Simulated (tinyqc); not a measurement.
Inside a calculation: Stoner model of a band ferromagnet. Values are carried at full precision from step to step, so a last printed digit may differ when a step is redone from the rounded ones.

Density of states per atom and spin: two humps, D(e) = (M/W) [1 - sp cos(4 pi e/W)]. Levels e -/+ I m/2 for up and down spin, m = n_up - n_down, n_up + n_down = nd. At zero temperature e(N) is the energy below which N states lie, and E(m) = sum over spins of integral e D de - I m^2/4.

Values chosen for the exercise: W = 4 eV (band width, e from -W/2 to W/2); M = 5 (states per atom and spin); nd = 8.19 (electrons per atom); sp = 0.29 (shape parameter); I = 0.65 eV (Stoner parameter).

## The paramagnetic state and the Stoner criterion

Find EF from nd/2 states per spin, D(EF) and the product I D(EF); below 1 the susceptibility is enhanced by 1/(1 - I D).

EF = 1.2177 eV
D(EF) = 1.5310 1/eV
I D(EF) = 0.9951

The paramagnet is locally stable, with a susceptibility enhanced 205.86 times.

## Energy against moment

Tabulate the splitting that the band needs, e(n_up) - e(n_down), against I m, and E(m) - E(0), at nine moments up to saturation m_max = min(nd, 2M - nd).

Energy curve:
```
m,e(n_up) (eV),e(n_down) (eV),difference (eV),I m (eV),E - E(0) (meV)
0.000,1.2177,1.2177,0.0000,0.0000,0.0
0.226,1.2930,1.1449,0.1481,0.1471,0.1
0.453,1.3720,1.0738,0.2983,0.2941,0.3
0.679,1.4561,1.0035,0.4526,0.4412,1.1
0.905,1.5467,0.9332,0.6135,0.5883,3.1
1.131,1.6457,0.8622,0.7835,0.7353,7.2
1.357,1.7547,0.7897,0.9650,0.8824,14.5
1.584,1.8739,0.7146,1.1593,1.0294,26.4
1.810,2.0000,0.6360,1.3640,1.1765,44.2
```

dE/dm is half of (difference - I m), so E falls wherever I m exceeds the difference.

## The ground state

Take the lowest of E(0), the stationary points e(n_up) - e(n_down) = I m, and saturation.

m = 0.000 muB
exchange splitting I m = 0.000 eV
E - E(0) = 0.0 meV

n_up, n_down: 4.095  4.095

The ground state is not magnetic.

## Checks

- States in the band over M against 1: both 1.000000.

(tinyqc, `OMP_NUM_THREADS=1 python tinyqc.py 1680954 1680955 out.jsonl`, Intel(R) Xeon(R) Processor @ 2.30GHz, 1 thread, shared host, about 0.1 s.)
